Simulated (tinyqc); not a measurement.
Mass anisotropy: shallow donor in an anisotropic valley (effective-mass theory).

One valley: H = -c [(d2/dx2 + d2/dy2)/mt + (d2/dz2)/ml] - q/(eps r), c = hbar^2/2m0, q = e^2/(4 pi eps0). Trial function exp(-sqrt((x^2 + y^2)/a^2 + z^2/b^2)) with a > b: T = (c/3)(2/(mt a^2) + 1/(ml b^2)), V = -(q/eps) atan(u/b)/u, u = sqrt(a^2 - b^2). The central cell of the impurity is left out.

Constants: hbar^2/2m0 = 3.80998211 eV angstrom^2; e^2/(4 pi eps0) = 14.39964547 eV angstrom; Ry = 13.60569312 eV; a0 (Bohr radius) = 0.5291772105 angstrom.

Inputs chosen for the exercise (out of a larger set: near those of 3C SiC; not measured data): mt = 0.254 m0 (transverse mass); eps = 9.7 (dielectric constant); xs = (1.5, 2.4, 3.4, 5, 13, 16, 35, 200) (ratios ml/mt).

mt and eps fixed, ml varied. Energies in units of Ry*(mt) = Ry mt/eps^2 and lengths in a*(mt) = a0 eps/mt; the last two columns use one mass, 3/(1/ml + 2/mt) or (ml mt^2)^(1/3).

Results:

| ml/mt | a/a* | b/a | binding | conductivity mass | density-of-states mass |
|---|---|---|---|---|---|
| 1.50 | 0.920 | 0.866 | 1.139 | 1.125 | 1.145 |
| 2.40 | 0.841 | 0.733 | 1.307 | 1.241 | 1.339 |
| 3.40 | 0.792 | 0.649 | 1.436 | 1.308 | 1.504 |
| 5.00 | 0.744 | 0.567 | 1.580 | 1.364 | 1.710 |
| 13.0 | 0.652 | 0.407 | 1.935 | 1.444 | 2.351 |
| 16.0 | 0.635 | 0.379 | 2.010 | 1.455 | 2.520 |
| 35.0 | 0.585 | 0.290 | 2.281 | 1.479 | 3.271 |
| 200 | 0.512 | 0.160 | 2.789 | 1.496 | 5.848 |

What can be read from this table?

The binding grows from 1.14 to 2.79 Ry*(mt); for ml going to infinity the exact problem becomes two-dimensional, with 4 Ry*. The conductivity mass saturates at 1.5 and underbinds, by 14 % at ml/mt = 5; the density-of-states mass errs by +8 % there and by +110 % in the last row. With these mt and eps one unit is 36.73 meV.

tinyqc: `OMP_NUM_THREADS=1 python tinyqc.py 1251190 1251191 out.jsonl`; about 0.01 s, one thread, shared Intel(R) Xeon(R) Processor @ 2.30GHz.
